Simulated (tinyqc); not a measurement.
# From pairing time constant back to impurity migration energy E_m

Model: dopants and charged point defects at anneal temperature: Fermi-level effect, clustering and pairing. Computed by tinyqc, a small Python program. Command: `OMP_NUM_THREADS=1 python tinyqc.py 3013781 3013782 out.jsonl pairing inv`. One thread of a shared host (Intel(R) Xeon(R) Processor @ 2.30GHz), about 0.01 s of CPU time with the checks.

Boltzmann statistics and full ionisation of active dopants. Energies are counted from the valence band; the defect (a vacancy or self-interstitial) has five charge states, with all degeneracy factors one.

Inputs (values chosen for the exercise, with bands modelled on germanium):
```
quantity                                        value    unit
site density N_s                              4.1e+22   cm^-3
pair binding energy E_b                          0.59      eV
pair configurations Z                               4       -
storage temperature T_2                           330       K
impurity diffusion prefactor D_0               0.0013  cm^2/s
dielectric constant eps                          15.8       -
active dopant density in the stored part N_2  1.4e+15   cm^-3
```

Dopant: acceptor. Second part: pairing with a mobile impurity.

Constants: k_B = 8.617333262e-05 eV/K; e^2/(4 pi eps_0) = 14.39964548 eV angstrom.

Method. An oppositely charged mobile impurity (density M) pairs with the dopant: pairs/free = Z (N_2/N_s) exp(E_b/k_B T_2) for M << N_2; capture radius R = e^2/(4 pi eps eps_0 k_B T_2); D_m = D_0 exp(-E_m/k_B T_2); association rate 4 pi R D_m N_2; dissociation rate = association rate/(pairs/free); tau = 1/(sum of both). Trapping slows long-range motion to D_m/(1 + pairs/free).

Task: A run gave the result below. Find the impurity migration energy E_m, known to lie between 0.5 and 1.2 eV.

pairing time constant = 44199.83 s

Result:

Each step takes the trial c = (a f_b - b f_a)/(f_b - f_a), f being the result less the target and a, b, c the logarithms of the listed values; c replaces end b, the old b replaces a if the sign of f changed, and otherwise f_a is halved.

Scan of the range:
```
impurity migration energy E_m (eV)  pairing time constant (s)
0.500                                             5.85930e+00
0.579                                             9.42623e+01
0.669                                             2.23266e+03
0.775                                             9.28242e+04
0.896                                             6.54003e+06
1.040                                             1.03456e+09
1.200                                             2.87266e+11
```

False position (Illinois rule, in the logarithm of the input) inside the bracket:
```
step     end a     end b     trial  pairing time constant (s)
1     0.669000  0.775000  0.716171                    11728.1
2     0.775000  0.716171  0.739171                    26331.7
3     0.775000  0.739171  0.754142                    44577.4
4     0.739171  0.754142  0.753829                    44089.7
5     0.754142  0.753829  0.753900                    44199.3
6     0.754142  0.753900  0.753900                    44200.3
7     0.753900  0.753900  0.753900                    44199.8
```

Pairing time constant rises at every point of a 13-point scan of the range (every second point is shown), so one value fits; it is bracketed by 0.669 and 0.775. Answer: impurity migration energy E_m = 0.7539 eV.
